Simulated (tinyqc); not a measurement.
A run and its error bars: classical Heisenberg spin chain: exact results, Metropolis, heat-bath and over-relaxation steps, and a Monte Carlo run. Computed by tinyqc, a small Python program. Command: `OMP_NUM_THREADS=1 python tinyqc.py 3130262 3130263 out.jsonl heismc walk`. One thread of a shared host (Intel(R) Xeon(R) Processor @ 2.30GHz), about 0.3 s of CPU time with the checks.

E = -J sum_i s_i . s_(i+1) for unit vectors s_i on an open chain; K = J/(k_B T).

Inputs (values chosen for the exercise, for a model chain of large moments):
```
quantity                     value  unit
coupling J                     -12   meV
temperature T                  120     K
moment mu                      3.6  mu_B
length N of the open chain       8     -
seed                        272288     -
```

Update: heat bath with over-relaxation.

Constants: k_B = 8.617333262e-05 eV/K; mu_B = 5.7883818060e-05 eV/T.

Method:
- Each bond angle is independent, so u = <s_i . s_(i+1)> = coth K - 1/K, <s_i . s_(i+n)> = u^n, correlation length xi = -1/ln|u|, energy per bond -J u, heat capacity per bond c/k_B = 1 - K^2/sinh^2 K, and for the long chain chi = mu^2 (1 + u)/(3 k_B T (1 - u)) per spin.
- For N spins, <|sum s|^2>/N = (1 + u)/(1 - u) - 2 u (1 - u^N)/(N (1 - u)^2); the long chain has (1 + u)/(1 - u), chi over the Curie value, and the difference is relative to it.
- From the ordered state (alternating for J < 0), with each spin drawn from exp(h . s), h = K x sum of neighbours, 200 sweeps are discarded and 1600 recorded (even and odd sites in turn, each heat-bath sweep followed by two sweeps of reflections; random numbers not printed, so these rows are one sample). Errors are the scatter of block means over sqrt(number of blocks).

K = -1.16045

u = -0.356016

<|sum s|^2>/N = 0.523300

Blocking:
```
block length  mean bond product      error  <|sum s|^2>/N     error
1                      -0.35405  0.0048748        0.52986  0.010884
4                      -0.35405  0.0049069        0.52986  0.011142
16                     -0.35405  0.0048650        0.52986  0.010707
40                     -0.35405  0.0042070        0.52986  0.010582
80                     -0.35405  0.0042129        0.52986  0.011052
```

With blocks of 40 the bond product is 0.5 error bars from the exact u = -0.3560, and <|sum s|^2>/N is 0.6 from the exact 0.523. Blocking to 40 changes the two errors by factors 0.9 and 1.0.
